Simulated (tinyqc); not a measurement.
Changing the photon flux entering: surface photovoltage measurement of the minority-carrier diffusion length in a wafer. Computed by tinyqc, a small Python program. Command: `OMP_NUM_THREADS=1 python tinyqc.py 3130489 3130490 out.jsonl spv sweep`. One thread of a shared host (Intel(R) Xeon(R) Processor @ 2.30GHz), about 0.01 s of CPU time with the checks.

Low injection, steady light, a depletion layer much thinner than 1/alpha and L. The excess density dn is taken at the front edge of the neutral region; light that reaches the back is lost.

Inputs (values chosen for the exercise, modelled on p-type silicon at room temperature): diffusion length L = 25 micrometre; wafer thickness W = 625 micrometre; diffusivity D = 33.8 cm^2/s; front recombination velocity S_f = 410 cm/s; back recombination velocity S_b = 1500 cm/s; minority density at the surface barrier scale n_0 = 2.1e+10 1/cm^3; temperature T = 298 K; wavelength = 948 nm.

Constants: k_B = 8.617333262e-05 eV/K.

Method:
- alpha = (84.732/lambda - 76.417)^2 per cm with lambda in micrometre (an empirical fit for silicon between 0.7 and 1.05 micrometre).
- Thick wafer: dn = Phi L/((S_f + D/L)(L + 1/alpha)). Finite wafer, with s = S_b L/D, w = W/L, a = alpha L: dn = [Phi a/(a^2 - 1)] [a - B - exp(-alpha W)(a - s)/(cosh w + s sinh w)]/(S_f + B D/L), B = (sinh w + s cosh w)/(cosh w + s sinh w).
- Photovoltage V = (k_B T/e) ln(1 + dn/n_0). Lifetime = L^2/D.

One run for each value:
```
photon flux entering (1/(cm^2 s))  photovoltage V (mV)  dn, finite wafer (1/cm^3)
1.00e+10                                     2.597e-04                  2.124e+05
1.00e+11                                     2.597e-03                  2.124e+06
1.00e+12                                     2.595e-02                  2.124e+07
1.00e+13                                     2.584e-01                  2.124e+08
1.00e+14                                     2.474e+00                  2.124e+09
1.00e+15                                     1.794e+01                  2.124e+10
1.00e+16                                     6.184e+01                  2.124e+11
```

Over the rows, photovoltage V (mV) rises from 2.60e-4 to 61.8 (exponent d ln y / d ln x 1.00 between the first rows and 0.54 between the last); dn, finite wafer (1/cm^3) rises from 212000 to 2.12e11 (exponent d ln y / d ln x about 1.0 throughout). At the low end the exponent of photovoltage V is 1.00, close to 1: the linear range.

Caution (rows 1.00e14, 1.00e15, 1.00e16): dn is not small against n_0, so V is not linear in the flux; the constant-flux reading then needs dn, not V.

Extremes, crossings and ranges named in words are read from the listed rows.
